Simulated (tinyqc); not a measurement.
Gain factor and gap resistance from two string resistances.

Question. At small bit-line voltage each of the 64 cells has the resistance 1/(K x) at overdrive x (no mobility reduction) in series with a gap resistance Rg. Find K, Rg and the share of the gaps at the higher overdrive.

resistance of a string of 64 equal cells at overdrives of 3.1 and 7.8 V (kohm): 6630.8129  2743.3026

Answer. The resistance per cell is a straight line in 1/x with slope 1/K and intercept Rg.

K = 3.200 uA/V^2
Rg = 2.800 kohm
share of the gaps = 6.532 %

tinyqc, about 0.4 s, one thread, Intel Xeon 2.30GHz (shared host): `OMP_NUM_THREADS=1 python tinyqc.py 2142173 2142174 out.jsonl`
